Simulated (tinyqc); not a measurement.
MESFET, gradual channel with velocity saturation: one step of the calculation.

A uniformly doped n-type channel, depleted from the top by a Schottky gate; at channel potential V the depleted share of a is u = sqrt((Vbi - Vg + V)/Vp), s at the source. Electrons drift with v = mu E/(1 + mu E/vsat). Abrupt depletion edge, no series resistance, source at 0.

Problem. Current below saturation. u = sqrt((Vbi - Vg + Vd)/Vp). I = (G0 Vp/3) F/(1 + Z (u^2 - s^2)), F = 3 (u^2 - s^2) - 2 (u^3 - s^3), with u at V = Vd; Z = 0 gives constant mobility, for which u stops at 1.

Inputs (values chosen for the exercise):
- Vg = 0 V (gate voltage)
- Vd = 0.57 V (drain voltage)

Vbi = 0.73939093 V
Vp = 2.3180871 V
G0 = 108.38725 mS
Z = 1.0924318
s = 0.56477074

Give: u; F; I for Z = 0; I.

Solution.

u = 0.75157
F = 0.24890
I for Z = 0 = 20.846 mA
I = 16.432 mA

The falling mobility lowers the current by 21.2 %.

Program tinyqc, `OMP_NUM_THREADS=1 python tinyqc.py 2500071 2500072 out.jsonl`; Intel Xeon 2.30GHz, shared host, one thread, about 0.04 s.
